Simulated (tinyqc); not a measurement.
Resistance of a source-drain extension with a graded tip: one step of the calculation.

y runs along the channel, the gate covers y > 0. The doping is N0 for y < y0 and N0 10^(-(y - y0)/la) beyond, uniform over the depth xj. Sheet conductance s(y) = q mu(N) max(N - Nch, 0) xj + (for y > 0) ma Cox Vo, with mu(N) = u0 + (u1 - u0)/(1 + (N/Nr)^au) and Cox = eps0 eox/tox. Current is taken as one-dimensional; depletion of the tip, spreading and the contact are left out. The metallurgical junction lies at yj, where N = Nch.

Task. Resistance of the overlapped part. Midpoint rule on 11 equal steps from 0 to yj: R_ov = sum h/s(y), per width.

Parameters, values chosen for the exercise; mobility law close to that of electrons in silicon:
```
symbol   value        unit                                                                 meaning
eox       9.19              relative permittivity of the gate insulator (close to aluminium oxide)
tox        6.8          nm                                                     insulator thickness
N0      6.5e19       cm^-3                        active doping of the extension far from the gate
la         3.3   nm/decade                                                      lateral abruptness
y0         0.4          nm          position under the gate where the fall begins (gate edge at 0)
xj          30          nm                                                  depth of the extension
Nch     2.9e18       cm^-3                                                          channel doping
Vo        0.38           V                                                          gate overdrive
ma         250  cm^2/(V s)                                      mobility of the gate-induced layer
u1        1414  cm^2/(V s)                                                  mobility at low doping
u0        68.5  cm^2/(V s)                                                 mobility at high doping
Nr      9.2e16       cm^-3                                                        reference doping
au       0.711                                                                            exponent
```

Constants: q = 1.602176634e-19 C, eps0 = 8.8541878128e-14 F/cm where lengths are in cm. Results are converted to the units shown.

Give: y; N; doped conductance; sheet resistance; R_ov.

Result.

```
point  y (nm)  N (cm^-3)  doped conductance (uS)  sheet resistance (ohm/square)
0      0.2208   6.500e19                    2420                          394.7
1      0.6623   5.413e19                    2039                          464.6
2       1.104   3.978e19                    1529                          608.9
3       1.545   2.923e19                    1146                          794.1
4       1.987   2.148e19                   855.6                           1032
5       2.428   1.579e19                   633.7                           1338
6       2.870   1.160e19                   461.4                           1739
7       3.311   8.525e18                   324.9                           2280
8       3.753   6.264e18                   213.9                           3053
9       4.194   4.603e18                   120.3                           4274
10      4.636   3.383e18                   38.25                           6582
```

R_ov = 9.960 ohm um

Computed by the program tinyqc: `OMP_NUM_THREADS=1 python tinyqc.py 2282290 2282291 out.jsonl`, one thread of a shared Intel Xeon 2.30GHz, about 0.04 s for the whole run.
